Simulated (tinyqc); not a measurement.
Three-phonon processes in a diatomic chain: dispersion, energy and momentum conservation, and decay channels of optical phonons: one step, computed by the program tinyqc.

Cell length a, two atoms, one spring constant. x = q a/pi runs from -1 to 1; A and O are the acoustic and optical branches. Matrix elements are not computed: only conservation laws and occupation factors are followed.

Question. Dispersion. omega^2 = k (1/m + 1/M) -/+ k sqrt((1/m + 1/M)^2 - 4 sin^2(pi x/2)/(m M)); nu = 15.6333042 THz x sqrt(omega^2) for eV/(angstrom^2 u).

Inputs (values chosen for the exercise, for a model chain): light mass m = 12 u; heavy mass M = 55.4 u; spring constant k = 13 eV/angstrom^2.

Constants: nu for 1 eV/(angstrom^2 u) = 15.6333042 THz.

Give: the table «Branches» with the columns nu_A (THz), nu_O (THz), for x = 0.10, 0.20, 0.35, 0.50, 0.65, 0.80, 0.90, 1.00.

Answer.

Branches:
```
x     nu_A (THz)  nu_O (THz)
0.10        1.52       25.34
0.20        3.02       25.20
0.35        5.18       24.85
0.50        7.16       24.35
0.65        8.83       23.80
0.80       10.06       23.30
0.90       10.54       23.09
1.00       10.71       23.01
```
